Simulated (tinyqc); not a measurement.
Inside a calculation (part 2 of 2). Method: RKS/LDA (PW92) in the sto-3g basis, for BeH2, spin multiplicity 1. Computed by tinyqc, a small Python program that keeps every step (integrals from PySCF). Command: `OMP_NUM_THREADS=1 python tinyqc.py 22844 22845 out.jsonl` (the two numbers bound the seeds that draw the settings). One thread of a shared host (Intel(R) Xeon(R) Processor @ 2.60GHz), about 0.6 s of CPU time with the checks.

Geometry (angstrom):
```
atom,x,y,z
Be,0.000000,0.000000,0.000000
H,0.000000,1.512000,0.141000
H,0.000000,-1.512000,0.141000
```

## Iteration 8 (converged): orbitals

converged F (hartree):
```
,1Be 1s,1Be 2s,1Be 2px,1Be 2py,1Be 2pz,2H 1s,3H 1s
1Be 1s,-3.636284,-1.092094,0.000000,0.000000,0.001177,-0.203734,-0.203734
1Be 2s,-1.092094,-0.488439,0.000000,0.000000,-0.001631,-0.219924,-0.219924
1Be 2px,0.000000,0.000000,0.010238,0.000000,0.000000,0.000000,0.000000
1Be 2py,0.000000,0.000000,0.000000,-0.082557,0.000000,-0.178061,0.178061
1Be 2pz,0.001177,-0.001631,0.000000,0.000000,0.009430,-0.015949,-0.015949
2H 1s,-0.203734,-0.219924,0.000000,-0.178061,-0.015949,-0.141601,-0.021372
3H 1s,-0.203734,-0.219924,0.000000,0.178061,-0.015949,-0.021372,-0.141601
```

X:
```
,1Be 1s,1Be 2s,1Be 2px,1Be 2py,1Be 2pz,2H 1s,3H 1s
1Be 1s,1.028580,-0.151614,0.000000,0.000000,-0.001749,0.020887,0.020887
1Be 2s,-0.151614,1.180579,0.000000,0.000000,0.016836,-0.246719,-0.246719
1Be 2px,0.000000,0.000000,1.000000,0.000000,0.000000,0.000000,0.000000
1Be 2py,0.000000,0.000000,0.000000,1.255275,0.000000,-0.342337,0.342337
1Be 2pz,-0.001749,0.016836,0.000000,0.000000,1.001841,-0.027088,-0.027088
2H 1s,0.020887,-0.246719,0.000000,-0.342337,-0.027088,1.203640,-0.064307
3H 1s,0.020887,-0.246719,0.000000,0.342337,-0.027088,-0.064307,1.203640
```

Diagonalise F' = X^T F X, C = X C', fill 3 alpha and 3 beta electrons from the bottom; D = 2 C_occ C_occ^T. Each column has its largest component positive (the first on a tie).

F' = X^T F X (hartree):
```
,1,2,3,4,5,6,7
1,-3.532581,-0.617684,0.000000,0.000000,-0.001046,-0.018338,-0.018338
2,-0.617684,-0.167300,0.000000,0.000000,0.012184,-0.153940,-0.153940
3,0.000000,0.000000,0.010238,0.000000,0.000000,0.000000,0.000000
4,0.000000,0.000000,0.000000,0.147804,0.000000,-0.237477,0.237477
5,-0.001046,0.012184,0.000000,0.000000,0.011175,-0.018240,-0.018240
6,-0.018338,-0.153940,0.000000,-0.237477,-0.018240,0.037333,-0.059187
7,-0.018338,-0.153940,0.000000,0.237477,-0.018240,-0.059187,0.037333
```

orbital energies (hartree): MO1 -3.643494, MO2 -0.249975, MO3 -0.214659, MO4 0.006938, MO5 0.010238, MO6 0.175971, MO7 0.458983

coefficients C:
```
,MO1,MO2,MO3,MO4,MO5,MO6,MO7
1Be 1s,0.986201,-0.234765,0.000000,0.044013,0.000000,-0.228462,0.000000
1Be 2s,0.052397,0.638185,0.000000,-0.177539,0.000000,1.047488,0.000000
1Be 2px,0.000000,0.000000,0.000000,0.000000,1.000000,0.000000,0.000000
1Be 2py,0.000000,0.000000,0.498028,0.000000,0.000000,0.000000,1.249829
1Be 2pz,0.000385,0.019127,0.000000,0.981802,0.000000,0.202824,0.000000
2H 1s,-0.008658,0.363149,0.424991,0.085795,0.000000,-0.756152,-0.860478
3H 1s,-0.008658,0.363149,-0.424991,0.085795,0.000000,-0.756152,0.860478
```

D after iteration 8:
```
,1Be 1s,1Be 2s,1Be 2px,1Be 2py,1Be 2pz,2H 1s,3H 1s
1Be 1s,2.055414,-0.196299,0.000000,0.000000,-0.008221,-0.187587,-0.187587
1Be 2s,-0.196299,0.820050,0.000000,0.000000,0.024454,0.462606,0.462606
1Be 2px,0.000000,0.000000,0.000000,0.000000,0.000000,0.000000,0.000000
1Be 2py,0.000000,0.000000,0.000000,0.496064,0.000000,0.423315,-0.423315
1Be 2pz,-0.008221,0.024454,0.000000,0.000000,0.000732,0.013885,0.013885
2H 1s,-0.187587,0.462606,0.000000,0.423315,0.013885,0.625140,-0.097329
3H 1s,-0.187587,0.462606,0.000000,-0.423315,0.013885,-0.097329,0.625140
```

## Convergence

Stop when the energy changes by less than 1e-09 hartree and every element of the error matrix X^T (F D S - S D F) X is below 9e-06.

Course of the cycle:
```
iteration,E (hartree),change,largest element of the error matrix
1,-14.81255124,-,5.38e-01
2,-15.24920853,-4.37e-01,2.92e-01
3,-15.34287448,-9.37e-02,2.46e-01
4,-15.46051850,-1.18e-01,7.37e-03
5,-15.46069469,-1.76e-04,1.98e-03
6,-15.46070627,-1.16e-05,4.90e-05
7,-15.46070627,-6.37e-09,6.28e-07
8,-15.46070627,-1.30e-12,8.36e-09
```

PySCF RKS in the same basis, fine grid = -15.42031121 hartree

Converged in 8 iterations. The coarse grid moves the energy by -4.04e-02 hartree.

## Populations, bond orders and dipole

overlap S:
```
,1Be 1s,1Be 2s,1Be 2px,1Be 2py,1Be 2pz,2H 1s,3H 1s
1Be 1s,1.000000,0.259517,0.000000,0.000000,0.000000,0.046932,0.046932
1Be 2s,0.259517,1.000000,0.000000,0.000000,0.000000,0.389913,0.389913
1Be 2px,0.000000,0.000000,1.000000,0.000000,0.000000,0.000000,0.000000
1Be 2py,0.000000,0.000000,0.000000,1.000000,0.000000,0.468923,-0.468923
1Be 2pz,0.000000,0.000000,0.000000,0.000000,1.000000,0.043729,0.043729
2H 1s,0.046932,0.389913,0.000000,0.468923,0.043729,1.000000,0.017358
3H 1s,0.046932,0.389913,0.000000,-0.468923,0.043729,0.017358,1.000000
```

Mulliken: Z minus the diagonal of D S on the atom; Loewdin: the same with S^(1/2) D S^(1/2); Mayer order: 2 sum_s sum (D(s) S)_ij (D(s) S)_ji over the two atoms.

Charges (e):
```
atom,Mulliken,Loewdin
1Be,-0.011737,-0.007643
2H,0.005868,0.003822
3H,0.005868,0.003822
```

Mayer bond orders:
```
pair,order
2-1,0.987242
3-1,0.987242
3-2,0.012724
```

dipole moment about the origin, x y z (debye): 0.000000  0.000000  -0.342633
